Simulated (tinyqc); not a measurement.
From results back to parameters: three-band tight binding of a dichalcogenide monolayer. Four cases, with inputs chosen for the exercise.

Problem. In the three-band model the dz2 level is e1 + 6 t0 at Gamma and e1 - 3 t0 at K; without spin-orbit coupling the other levels are e2 + 3 s at Gamma (twofold) and e2 - 3s/2 -/+ 3 sqrt3 t12 at K, s = t11 + t22, t12 > 0. The levels below come from hidden values.

Case 1.

dz2 levels (eV): Gamma -0.2260, K 1.5020

other levels (eV): Gamma 3.06300, K lower 0.00464, K upper 3.07036

Case 2.

dz2 levels (eV): Gamma -0.0890, K 1.7560

other levels (eV): Gamma 2.93000, K lower -0.05704, K upper 3.89204

Case 3.

dz2 levels (eV): Gamma -0.0670, K 1.5890

other levels (eV): Gamma 2.92500, K lower -0.09098, K upper 3.48398

Case 4.

dz2 levels (eV): Gamma -0.2010, K 1.4820

other levels (eV): Gamma 3.10600, K lower 0.04072, K upper 3.07528

Find: e1, t0, e2, t11 + t22, t12.

Solution. The dz2 levels differ by 9 t0. The level at Gamma lies 9s/2 above the mean of the two at K, whose splitting is 6 sqrt3 t12. t1, t2 and t11 - t22 need masses or other points.

Case 1.

e1, t0, e2, t11 + t22, t12 (eV): 0.926  -0.192  2.046  0.339  0.295

Case 2.

e1, t0, e2, t11 + t22, t12 (eV): 1.141  -0.205  2.255  0.225  0.380

Case 3.

e1, t0, e2, t11 + t22, t12 (eV): 1.037  -0.184  2.106  0.273  0.344

Case 4.

e1, t0, e2, t11 + t22, t12 (eV): 0.921  -0.187  2.074  0.344  0.292

Computed by tinyqc, one run a case: `OMP_NUM_THREADS=1 python tinyqc.py N N+1 out.jsonl` with N = 1450466, 1450527, 1450528, 1450544; one thread of a shared Intel(R) Xeon(R) Processor @ 2.30GHz, about 0.02 s a run at most.
